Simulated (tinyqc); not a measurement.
# Changing the thickness d

Model: permeation of metal atoms or ions through a thin barrier or dielectric: time lag, field-aided drift and lifetime. Computed by tinyqc, a small Python program. Command: `OMP_NUM_THREADS=1 python tinyqc.py 3006896 3006897 out.jsonl barrier sweep`. One thread of a shared host (Intel(R) Xeon(R) Processor @ 2.30GHz), about 0.03 s of CPU time with the checks.

The film 0 < x < d is empty at first; C = C0 at x = 0 and C = 0 at x = d. dC/dt = D d2C/dx2 - v dC/dx with drift v = D z e V/(k_B T d) (uniform field, no space charge).

Inputs (values chosen for the exercise, for a model case: singly charged ions through a dielectric):
```
quantity,value,unit
prefactor D0,6.7e-07,cm^2/s
activation energy E,0.722,eV
concentration at the source side C0,5.4e+15,1/cm^3
charge number z,1,-
voltage V (positive drives ions across),-0.038,V
critical dose Q_c,5e+09,1/cm^2
test temperature T,175,C
use temperature T_u,85,C
```

Constants: k_B = 8.617333262e-05 eV/K.

Method:
- D = D0 exp(-E/(k_B T)); time scale d^2/D; Peclet number P = z V/(k_B T), k_B T in eV; 1 nm = 1e-7 cm.
- Temperatures in kelvin are T(C) + 273.15.
- Steady flux J = (D C0/d) P/(1 - exp(-P)); time lag in units of d^2/D: s_L = [P (1 + exp(-P))/(1 - exp(-P)) - 2]/P^2 (P = 0: J = D C0/d, s_L = 1/6).
- Dose through the film Q(s) = C0 d {f (s - s_L) - 2 exp(P/2) sum_(n=1..200) (-1)^n n^2 pi^2 exp(-l_n s)/l_n^2}, l_n = n^2 pi^2 + P^2/4, f = P/(1 - exp(-P)) the relative flux.
- Solve Q = Q_c for s. At the use temperature D and P take T_u, with the same C0 and V; 1 year = 3.15576e7 s.

One run for each value:
```
thickness d (nm),failure time at T (s),time lag (s),s at the critical dose,steady flux J (1/(cm^2 s))
2.2,69.7,1.5600e+00,7.3288,7.3379e+07
3.4,109.0,3.7261e+00,4.8001,4.7481e+07
5.1,166.3,8.3837e+00,3.2547,3.1654e+07
7.9,264.8,2.0116e+01,2.1593,2.0435e+07
12.0,418.1,4.6415e+01,1.4776,1.3453e+07
18.0,661.9,1.0443e+02,1.0397,8.9685e+06
28.0,1119.7,2.5270e+02,0.7269,5.7655e+06
43.0,1924.3,5.9598e+02,0.5297,3.7543e+06
66.0,3417.9,1.4040e+03,0.3993,2.4460e+06
```

What does the table show, and why?

Over the rows, failure time at T (s) rises from 69.7 to 3420 (exponent d ln y / d ln x 1.0 between the first rows and 1.3 between the last); time lag (s) rises from 1.56 to 1400 (exponent d ln y / d ln x about 2.0 throughout); s at the critical dose falls from 7.33 to 0.399 (exponent d ln y / d ln x -0.97 between the first rows and -0.66 between the last). At the low end the exponent of failure time at T is 1.03, close to 1: steady flow: J scales as 1/d. The exponent of time lag stays at 2: the lag scales as d^2/D, with P independent of d.

Caution (all rows): grain boundaries, pinholes, trapping and space charge are left out; thin real barriers usually fail at defects. Caution (rows 43.0, 66.0): the space-charge potential z e C0 d^2/(2 eps) (for eps_r near 4) exceeds 10 mV, so the field is not uniform.
